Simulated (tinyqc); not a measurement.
# Small-signal admittance of a forward-biased p+-n diode: two studies

Holes injected into a neutral base of width wb with an ohmic contact at its end; low injection, p0 far above the equilibrium density. A small voltage v exp(i w t), w = 2 pi f, modulates the edge density by p0 v/Vt, and the small-signal density obeys Dp d2p/dx2 = (1/tau + i w) p.

Inputs (values chosen for the exercise); permittivity close to that of gallium arsenide: temperature T = 275 K; relative permittivity eps_r = 12.9; donor density of the base Nd = 2e16 cm^-3; hole diffusion coefficient Dp = 4.9 cm^2/s; hole lifetime tau = 2e-7 s; width of the neutral base wb = 12 um; excess hole density at the junction edge p0 = 2.4e12 cm^-3; acceptor density of the p+ side Na = 1e19 cm^-3; series resistance Rs = 0.00031 ohm cm^2; signal frequency f = 3e6 Hz.

Constants: q = 1.602176634e-19 C, kB = 1.380649e-23 J/K, Vt = kB T/q, eps0 = 8.8541878128e-14 F/cm where lengths are in cm. Results are converted to the units shown.

Each table varies one quantity; the others keep the values above.

## Admittance against frequency

L = sqrt(Dp tau); direct current J = (q Dp p0/L) coth(wb/L); k = sqrt(1 + i w tau)/L; diffusion admittance Y = (q Dp p0/Vt) k coth(k wb) = G + i w C_diff; junction capacitance C_j = sqrt(q eps0 eps_r Nd/(2 Vr)) in the depletion approximation, with the remaining barrier Vr = Vt ln(Na/p0), a rough value under forward bias; base-width modulation is left out. Measured admittance 1/[Rs + 1/(Y + i w C_j)].

The same in every row: C_j (uF/cm^2) = 0.07118.

Results:

| f (Hz) | w tau | G (S/cm^2) | C_diff (uF/cm^2) | measured G (S/cm^2) | measured C (uF/cm^2) | phase of the measured Y (degrees) |
|---|---|---|---|---|---|---|
| 4000 | 0.005027 | 0.09592 | 0.005442 | 0.09592 | 0.07661 | 1.150 |
| 20000 | 0.02513 | 0.09592 | 0.005442 | 0.09592 | 0.07661 | 5.732 |
| 60000 | 0.07540 | 0.09593 | 0.005441 | 0.09593 | 0.07661 | 16.76 |
| 3e5 | 0.3770 | 0.09622 | 0.005434 | 0.09623 | 0.07661 | 56.32 |
| 5e6 | 6.283 | 0.1503 | 0.004200 | 0.1520 | 0.07537 | 86.33 |
| 2e7 | 25.13 | 0.2905 | 0.002220 | 0.3168 | 0.07338 | 88.03 |
| 8e7 | 100.5 | 0.5723 | 0.001127 | 0.9814 | 0.07227 | 88.45 |
| 3e8 | 377.0 | 1.104 | 5.842e-4 | 6.760 | 0.07159 | 87.13 |

Estimate the missing row, f = 1e6 Hz.

Computed row:

| f (Hz) | w tau | G (S/cm^2) | C_diff (uF/cm^2) | measured G (S/cm^2) | measured C (uF/cm^2) | phase of the measured Y (degrees) |
|---|---|---|---|---|---|---|
| 1e6 | 1.257 | 0.09925 | 0.005362 | 0.09931 | 0.07654 | 78.33 |

With this row back in the table: G starts at J/Vt = 0.0959 S/cm^2 and C_diff at (J tau/(2 Vt))(1 - 2 x/sinh 2x) = 0.00544 uF/cm^2, x = wb/L = 1.21. Between the last two rows G goes as f^(0.50) and C_diff as f^(-0.50); the limits are 1/2 and -1/2, reached when the signal penetrates only sqrt(Dp/w). The measured C is within 0.01 % of C_diff + C_j in the first row and 0.24 % below it in the last, the difference being due to Rs.

## Effect of the hole lifetime

Same model as above.

The same in every row: C_j (uF/cm^2) = 0.07118.

Effect of the hole lifetime:

| tau (s) | w tau | G (S/cm^2) | C_diff (uF/cm^2) | measured G (S/cm^2) | measured C (uF/cm^2) | phase of the measured Y (degrees) |
|---|---|---|---|---|---|---|
| 2e-9 | 0.03770 | 0.8033 | 8.030e-4 | 0.8037 | 0.07194 | 59.35 |
| 9e-9 | 0.1696 | 0.3800 | 0.001697 | 0.3805 | 0.07286 | 74.51 |
| 4e-8 | 0.7540 | 0.1905 | 0.003317 | 0.1911 | 0.07449 | 82.25 |
| 2e-7 | 3.770 | 0.1212 | 0.004847 | 0.1219 | 0.07602 | 85.14 |
| 9e-7 | 16.96 | 0.1059 | 0.005357 | 0.1065 | 0.07653 | 85.78 |
| 4e-6 | 75.40 | 0.1024 | 0.005486 | 0.1030 | 0.07666 | 85.92 |
| 2e-5 | 377.0 | 0.1016 | 0.005516 | 0.1022 | 0.07669 | 85.95 |

What does the table show?

As tau goes from 2e-9 to 2e-5, G falls from 0.803 to 0.102 S/cm^2, C_diff rises from 8.03e-4 to 0.00552 uF/cm^2 and the measured C rises from 0.0719 to 0.0767 uF/cm^2. C_diff stays below C_j.

Numbers from tinyqc (`OMP_NUM_THREADS=1 python tinyqc.py 2890149 2890150 out.jsonl`; about 0.01 s on one thread of a shared Intel Xeon 2.30GHz).
